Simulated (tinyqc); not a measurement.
A particle near a wafer in liquid: double-layer and van der Waals forces (DLVO), deposition barrier and removal: one step, computed by the program tinyqc.

Sphere and flat wall, Derjaguin approximation, constant potentials in the linear-superposition form, no retardation and no hydration force.

Task: The curve. U(h) = Z R exp(-kappa h) - A R/(6 h); F(h) = -dU/dh = kappa Z R exp(-kappa h) - A R/(6 h^2), positive for repulsion.

Inputs (values chosen for the exercise, of the order of those for polymer latex on silicon in water): particle radius R = 28 nm; Hamaker constant A = 1.8e-20 J; temperature T = 293 K.

kappa = 0.2151286 1/nm

Z = 5.423727 pN

Constants: k_B = 1.380649e-23 J/K.

Give: the table «Against the gap» with the columns kappa h, U (k_B T), F (pN), for h (nm) = 0.4, 0.6, 1.0, 1.5, 2.5, 4.0, 7.0, 12.0, 20.0, 40.0.

Result:

Against the gap:
```
h (nm)  kappa h  U (k_B T)      F (pN)
0.4       0.086     -17.47  -4.950e+02
0.6       0.129      -1.61  -2.046e+02
1.0       0.215       9.51  -5.765e+01
1.5       0.323      13.34  -1.367e+01
2.5       0.538      13.62   5.640e+00
4.0       0.861      10.69   8.568e+00
7.0       1.506       5.36   5.533e+00
12.0      2.582       1.11   1.888e+00
20.0      4.303      -0.53   2.322e-01
40.0      8.605      -0.51  -4.652e-02
```

Caution: in rows where h is not small against R, A R/(6 h) overstates the van der Waals term. Caution: in rows with kappa h below 1 linear superposition is only rough.
